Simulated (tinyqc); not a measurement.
Resistance of a tapered via with liner, size effect and interface: one step of the calculation.

A round via whose diameter grows from db at the bottom as D(z) = db + 2 z/tan(ang). The fill, of diameter D - 2 tl, starts above the bottom liner (thickness fb tl) and has rho = rho0 (1 + ks lam/(D - 2 tl)); the sidewall liner conducts in parallel with it. The bottom liner and the interface are crossed over the full area pi db^2/4. Spreading in the lines above and below is left out.

Task. Total resistance. R_fill = sum of the slices; R_bottom = rl fb tl/(pi db^2/4); R_interface = ri/(pi db^2/4); ballistic (Sharvin) limit 1/(Sb pi (db - 2 tl)^2/4); ideal cylinder rho0 hv/(pi db^2/4).

Parameters, values chosen for the exercise; fill metal close to copper: diameter at the bottom db = 24 nm; height hv = 69 nm; bulk resistivity of the fill rho0 = 1.71 uohm cm; liner on the sidewall tl = 2.1 nm; liner at the bottom over that on the sidewall fb = 0.5; resistivity of the liner rl = 460 uohm cm; interface resistivity at the bottom ri = 3.5e-12 ohm cm^2; ballistic conductance per area, about 3/(4 rho0 lam) Sb = 1.1e15 S/m^2.

slice resistance, slice 0 to 6 (ohm): 1.4035483  1.1413815  0.94337027  0.79068690  0.67082268  0.57523314  0.49793823

Find: parts; R; shares; ballistic limit; ideal cylinder.

Result.

parts (ohm): fill 6.023, bottom liner 10.68, interface 0.7737
R = 17.47 ohm
shares (%): fill 34.47, bottom liner 61.10, interface 4.43
ballistic limit = 2.952 ohm
ideal cylinder = 2.608 ohm

The bottom liner is the largest part, and R is 6.70 times the ideal cylinder. With 2000 slices R = 17.485 ohm.

tinyqc, about 0.01 s, one thread, Intel Xeon 2.30GHz (shared host): `OMP_NUM_THREADS=1 python tinyqc.py 2750182 2750183 out.jsonl`
